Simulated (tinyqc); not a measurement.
Three-phonon processes in a diatomic chain: dispersion, energy and momentum conservation, and decay channels of optical phonons: one step, computed by the program tinyqc.

Cell length a, two atoms, one spring constant. x = q a/pi runs from -1 to 1; A and O are the acoustic and optical branches. Matrix elements are not computed: only conservation laws and occupation factors are followed.

Task: Dispersion. omega^2 = k (1/m + 1/M) -/+ k sqrt((1/m + 1/M)^2 - 4 sin^2(pi x/2)/(m M)); nu = 15.6333042 THz x sqrt(omega^2) for eV/(angstrom^2 u).

Inputs (values chosen for the exercise, for a model chain): light mass m = 14 u; heavy mass M = 35.6 u; spring constant k = 4.6 eV/angstrom^2.

Constants: nu for 1 eV/(angstrom^2 u) = 15.6333042 THz.

Give: the table «Branches» with the columns nu_A (THz), nu_O (THz), for x = 0.10, 0.20, 0.35, 0.50, 0.65, 0.80, 0.90, 1.00.

Result:

Branches:
```
x     nu_A (THz)  nu_O (THz)
0.10      1.0559      14.921
0.20      2.1014      14.810
0.35      3.6261      14.513
0.50      5.0590      14.077
0.65      6.3377      13.550
0.80      7.3531      13.027
0.90      7.7894      12.771
1.00      7.9473      12.673
```
